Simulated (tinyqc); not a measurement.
# Off-state leakage of single and stacked transistors, step by step

Numbers from tinyqc (`OMP_NUM_THREADS=1 python tinyqc.py 2242095 2242096 out.jsonl`; about 0.03 s on one thread of a shared Intel Xeon 2.30GHz). Printed values are rounded.

n-channel devices of unit width. Subthreshold current I(Vg, Vs, Vd) = I0 (T/300 K)^0.5 exp[(Vg - Vs - VT(T) - gb (Vs - Vb) + dd (Vd - Vs))/(nf Vt)] (1 - exp(-(Vd - Vs)/Vt)), VT(T) = VT - cT (T - 300 K). Gate-edge tunnelling Ig (Vd/1 V) exp(ag (Vd - 1 V)), for a gate at 0 V, and band-to-band leakage Ab u exp(-Bb/u), u = Vd - Vb + 1 V, flow at a drain held at V; both are taken as independent of T. In a stack of off transistors (all gates at 0 V) the same subthreshold current passes through each.

Values chosen for this exercise; values of the order met in bulk silicon logic transistors:
- T = 330 K (temperature)
- V = 1.1 V (supply voltage)
- VT = 0.38 V (threshold at 300 K, zero drain and body bias)
- cT = 0.5 mV/K (fall of the threshold with temperature)
- I0 = 0.18 uA/um (current at threshold at 300 K)
- nf = 1.24 (slope factor)
- dd = 0.09 (drain-induced lowering per volt)
- gb = 0.23 (rise of the threshold per volt of source-body bias)
- Ig = 0.0002 uA/um (gate-edge tunnelling current at 1 V)
- ag = 4.2 1/V (exponential slope of the gate current)
- Ab = 3 uA/(um V) (prefactor of band-to-band leakage at the drain)
- Bb = 19 V (its exponential voltage)
- Vb = -0.3 V (body voltage)

Constants: q = 1.602176634e-19 C, kB = 1.380649e-23 J/K, Vt = kB T/q. Results are converted to the units shown.

## Leakage of one transistor

Vg = Vs = 0, Vd = V; effective threshold VT(T) - gb Vb - dd V.

effective threshold = 0.335 V
parts (nA/um): subthreshold 0.0141270, gate edge 0.334832, band-to-band 2.62523
total = 2.97419 nA/um
shares (%): subthreshold 0.474987, gate edge 11.2579, band-to-band 88.2671

The band-to-band part is the largest.

## Starting value

Vx = dd V/(1 + gb + 2 dd), the solution for Vx well above Vt, rounded to three decimals.

Vx at the start = 0.07 V

## Iteration 1: new Vx

Stack of two, Vx the node between them: I_low = I(0, 0, Vx), I_up = I(0, Vx, V), f = ln(I_up/I_low), f' = -(1 + gb + 2 dd)/(nf Vt) - 1/(Vt (exp(Vx/Vt) - 1)) - 1/(Vt (exp((V - Vx)/Vt) - 1)), Vx(new) = Vx - f/f'.

I_low = 9.32437e-4 nA/um
I_up = 0.00102810 nA/um
f = 0.0976684
f' = -43.2656 1/V
Vx after iteration 1 = 0.0722574 V

## Iteration 2: new Vx

As before.

I_low = 9.44499e-4 nA/um
I_up = 9.44793e-4 nA/um
f = 3.11411e-4
f' = -42.9940 1/V
Vx after iteration 2 = 0.0722647 V

## Course of the iteration

Stop when the step is below 1e-11 V, or after 40 iterations.

Course of the iteration:

| iteration | Vx before the step (V) | step (V) |
|---|---|---|
| 1 | 0.07 | 2.26e-3 |
| 2 | 0.0722574 | 7.24e-6 |
| 3 | 0.0722647 | 7.00e-11 |
| 4 | 0.0722647 | 0 |

Converged in 4 iterations. The subthreshold current of the stack is 9.445e-4 nA/um, 15.0 times less than that of one transistor (the drain leakage is unchanged); the estimate exp[dd V (1 + gb + dd)/((1 + gb + 2 dd) nf Vt)] gives 13.9.
